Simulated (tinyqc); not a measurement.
# From one set of inputs to another, one input at a time

Model: Landau-Devonshire theory of a uniaxial ferroelectric. Computed by tinyqc, a small Python program. Command: `OMP_NUM_THREADS=1 python tinyqc.py 3010385 3010386 out.jsonl ferro ladder`. One thread of a shared host (Intel(R) Xeon(R) Processor @ 2.30GHz), about 0.01 s of CPU time with the checks.

G(P) = (alpha/2) P^2 + (beta*/4) P^4 + (gamma/6) P^6 - E P per volume, SI units, one domain, P along the polar axis.

The inputs printed are set A. Inputs not listed in the table keep their values of set A, so the rows need not describe a real material.

Inputs (values chosen for the exercise, for a model ferroelectric):

| quantity | value | unit |
|---|---|---|
| alpha_0 | 1.27e+06 | J m/(C^2 K) |
| Curie-Weiss temperature T0 | 400 | K |
| beta | 1.03e+09 | J m^5/C^4 |
| gamma | 3.02e+10 | J m^9/C^6 |
| temperature T | 307 | K |
| film thickness d | 29 | nm |
| screening length lambda | 0.01 | nm |
| background permittivity eps_b | 20 | - |

Sample: free crystal.

Constants: eps_0 = 8.8541878128e-12 F/m.

Method:
- alpha = alpha_0 (T - T0*), T0* = T0, beta* = beta.
- Ps^2 = [-beta* + sqrt(beta*^2 - 4 alpha gamma)]/(2 gamma).
- chi = 1/(eps_0 G''), G'' = alpha + 3 beta* P^2 + 5 gamma P^4 at Ps. Ps, chi and the coercive field are for perfect screening, without a depolarising field. The intrinsic coercive field is |alpha P + beta* P^3 + gamma P^5| at the P_c where G'' = 0. 1 C/m^2 = 100 microcoulomb/cm^2.
- Between shorted electrodes with screening length lambda each, the depolarising field is -k P, k = 2 lambda/(eps_0 (d + 2 lambda eps_b)), so alpha turns into alpha + k.
- The polar state is the lowest uniform state while alpha + k < 0 (beta* > 0) or < 3 beta*^2/(16 gamma) (beta* < 0); setting the equality gives the critical thickness d_c.

Each row keeps all changes above it:

| input moved | from | to | intrinsic coercive field (MV/m) | critical thickness d_c (nm) | well depth G(Ps) (MJ/m^3) |
|---|---|---|---|---|---|
| set A | - | - | 12.08 | 18.72 | -1.685 |
| screening length lambda (nm) | 0.01 | 0.0053 | 12.08 | 9.92 | -1.685 |
| alpha_0 (J m/(C^2 K)) | 1270000 | 670000 | 5.00 | 19.00 | -0.569 |
| beta (J m^5/C^4) | 1030000000 | -776000000 | 10.12 | 17.91 | -1.481 |
| temperature T (K) | 307 | 310 | 9.78 | 18.48 | -1.421 |
| gamma (J m^9/C^6) | 3.02e+10 | 1.58e+10 | 13.42 | 17.54 | -2.366 |
| Curie-Weiss temperature T0 (K) | 400 | 381 | 10.73 | 21.67 | -1.806 |

Where does the difference come from?

Intrinsic coercive field goes from 12.1 to 10.7, a factor 0.888 in all. The largest single move comes from alpha_0 (a factor 0.414), and beta works against it (a factor 2.02). Critical thickness d_c goes from 18.7 to 21.7, a factor 1.16 in all. The largest single move comes from alpha_0 (a factor 1.91), and screening length lambda works against it (a factor 0.530). Well depth G(Ps) goes from -1.68 to -1.81, -0.121 in all. The largest single move comes from alpha_0 (+1.12), but it runs against the net change; the largest move in the direction of the net change is gamma (-0.945). The single moves hold for this order of the switches; the total does not depend on the order.

Extremes, crossings and ranges named in words are read from the listed rows.
